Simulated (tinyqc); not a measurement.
Ballistic transport through the one-dimensional subbands of a rectangular nanowire or nanosheet channel. Inputs raised by 10 %, one at a time. Computed by tinyqc, a small Python program. Command: `OMP_NUM_THREADS=1 python tinyqc.py 3004449 3004450 out.jsonl wire sens`. One thread of a shared host (Intel(R) Xeon(R) Processor @ 2.30GHz), about 0.1 s of CPU time with the checks.

Hard walls, parabolic subbands, transport along x. Energies are counted from the bulk conduction band edge at the top of the barrier, which the gate pulls down by U; the source Fermi level lies at the bulk edge when U = 0.

Inputs (values chosen for the exercise, modelled on silicon):

| quantity | value | unit |
|---|---|---|
| light mass m_t | 0.2 | m_0 |
| heavy mass m_l | 0.931 | m_0 |
| height a | 3 | nm |
| width b | 3.4 | nm |
| equivalent oxide thickness t | 0.71 | nm |
| gate voltage above flat band V_G | 0.5 | V |
| drain voltage V_D | 0.01 | V |
| temperature T | 300 | K |
| mean free path for back-scattering lambda | 19 | nm |
| channel length L | 8.5 | nm |

Valleys: silicon [100] wire.

Constants: hbar^2/(2 m_0) = 3.80998212 eV angstrom^2; k_B = 8.617333262e-05 eV/K; m_0 = 9.1093837015e-31 kg; k_B = 1.380649e-23 J/K; hbar = 1.054571817e-34 J s; eps_0 = 8.8541878128e-12 F/m; e = 1.602176634e-19 C; h = 6.62607015e-34 J s.

Method:
- E_pq = (hbar^2 pi^2/2)(p^2/(m_y b^2) + q^2/(m_z a^2)); valley pairs: (m_x, m_y, m_z) = (m_t, m_t, m_l), (m_t, m_l, m_t), (m_l, m_t, m_t), each with degeneracy g = 2; the 10 lowest subbands are kept.
- F_j(eta) = (1/Gamma(j + 1)) int_0^infinity x^j/(1 + exp(x - eta)) dx, F_0 = ln(1 + exp(eta)). Integrals over x = E/(k_B T) use 160 Gauss-Legendre points in u = sqrt(x) from 0 to sqrt(max(eta, 0) + 32).
- With degeneracy g = 2, eta_i = (U - E_i)/(k_B T) and u = e V_D/(k_B T): line density n = sum_i g sqrt(2 m_x k_B T/pi)/(2 hbar) [F_-1/2(eta_i) + F_-1/2(eta_i - u)]; gate: e n = C_ox (V_G - U/e), C_ox = 3.9 eps_0 2 (a + b)/t (flat-plate estimate); I = (2 e k_B T/h) sum_i g [F_0(eta_i) - F_0(eta_i - u)].
- Linear conductance G = (2 e^2/h) sum_i g f(eta_i), g = 2, f = 1/(1 + exp(-eta_i)), with the barrier frozen at the eta_i above; current per perimeter I/(2(a + b)); with scattering, transmission lambda/(lambda + L) and low-bias resistance (1 + L/lambda)/G.

Runs:

| input moved | from | to | ballistic current I (microampere) | mean velocity I/(e n) (1e7 cm/s) | ballistic conductance (microsiemens) | low-bias resistance with scattering (kiloohm) |
|---|---|---|---|---|---|---|
| base run | - | - | 2.3751 | 0.15873 | 250.15 | 5.7860 |
| light mass m_t (m_0) | 0.2 | 0.22 | 2.4196 | 0.15144 | 254.91 | 5.6780 |
| height a (nm) | 3 | 3.3 | 2.6539 | 0.15853 | 278.94 | 5.1888 |
| width b (nm) | 3.4 | 3.74 | 2.4666 | 0.14922 | 259.77 | 5.5718 |
| equivalent oxide thickness t (nm) | 0.71 | 0.781 | 2.2547 | 0.16261 | 238.49 | 6.0689 |
| gate voltage above flat band V_G (V) | 0.5 | 0.55 | 2.6265 | 0.15058 | 274.49 | 5.2729 |
| temperature T (K) | 300 | 330 | 2.3392 | 0.15557 | 246.65 | 5.8682 |
| mean free path for back-scattering lambda (nm) | 19 | 20.9 | 2.3751 | 0.15873 | 250.15 | 5.6234 |

Exponents ln(y'/y) / ln(x'/x):

| input | ballistic current I | mean velocity I/(e n) | ballistic conductance | low-bias resistance with scattering |
|---|---|---|---|---|
| light mass m_t | 0.195 | -0.493 | 0.198 | -0.198 |
| height a | 1.165 | -0.014 | 1.143 | -1.143 |
| width b | 0.397 | -0.648 | 0.396 | -0.396 |
| equivalent oxide thickness t | -0.546 | 0.253 | -0.501 | 0.501 |
| gate voltage above flat band V_G | 1.056 | -0.553 | 0.974 | -0.974 |
| temperature T | -0.160 | -0.211 | -0.148 | 0.148 |
| mean free path for back-scattering lambda | 0.000 | 0.000 | 0.000 | -0.299 |

To which inputs is each result most sensitive?

Among the inputs moved here: ballistic current I answers most in size to height a (exponent +1.165), next to gate voltage above flat band V_G (+1.056); its exponent is below 0.0005 for mean free path for back-scattering lambda. Mean velocity I/(e n) answers most in size to width b (exponent -0.648), next to gate voltage above flat band V_G (-0.553); its exponent is below 0.0005 for mean free path for back-scattering lambda. Ballistic conductance answers most in size to height a (exponent +1.143), next to gate voltage above flat band V_G (+0.974); its exponent is below 0.0005 for mean free path for back-scattering lambda. Low-bias resistance with scattering answers most in size to height a (exponent -1.143), next to gate voltage above flat band V_G (-0.974).
